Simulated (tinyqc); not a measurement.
Inside a calculation. Method: Pariser-Parr-Pople SCF with singles CI, for the molecule [CH2+]c1ccccc1 (SMILES; centres numbered as the heavy atoms are written). One step of it, computed by the program tinyqc.

Question. Singles CI, triplets. Over the 6 single excitations with the smallest orbital gaps: A = (e_a - e_i) delta - (ij|ab), with (pq|rs) = sum c_mp c_mq gamma_mn c_nr c_ns.

orbital energies (eV): -20.646591  -17.599118  -16.783240  -8.798139  -5.214982  -4.863897  -2.044386

coefficients:
```
         MO1        MO2        MO3        MO4        MO5        MO6        MO7
1C  0.312084  -0.381522   0.000000   0.724787   0.000000  -0.452189   0.165082
2C  0.584181  -0.467408   0.000000  -0.071278   0.000000   0.550705  -0.363188
3C  0.390792  -0.003811   0.506852  -0.392197  -0.493053  -0.215790   0.383254
4C  0.303171   0.407651   0.493053   0.023597   0.506852  -0.251050  -0.422286
5C  0.268466   0.550983   0.000000   0.401063   0.000000   0.522558   0.436378
6C  0.303171   0.407651  -0.493053   0.023597  -0.506852  -0.251050  -0.422286
7C  0.390792  -0.003811  -0.506852  -0.392197   0.493053  -0.215790   0.383254
```

repulsion gamma_rs (eV), lower triangle:
```
           1C         2C         3C         4C         5C         6C         7C
1C  11.130000
2C   7.553862  11.130000
3C   5.239602   7.554960  11.130000
4C   3.670230   5.239602   7.553862  11.130000
5C   3.276555   4.668463   5.239602   7.554960  11.130000
6C   3.670230   5.239602   4.669500   5.240702   7.554960  11.130000
7C   5.239602   7.554960   5.240702   4.669500   5.239602   7.553862  11.130000
```

Give: triplet CI matrix; triplet excitation energies.

Answer.

triplet CI matrix (eV), lower triangle:
```
         3>4      2>4      3>5     1>4     3>6     2>5
3>4   2.3611
2>4   0.0000   2.8333
3>5   0.0000  -0.2480   4.4205
1>4   0.0000   0.9013  -0.6526  5.4590
3>6  -0.7450   0.0000   0.0000  0.0000  5.7501
2>5  -0.2480   0.0000   0.0000  0.0000  0.1789  6.0108
```

triplet excitation energies (eV): 2.1934  2.5525  4.1215  5.7313  6.0387  6.1973
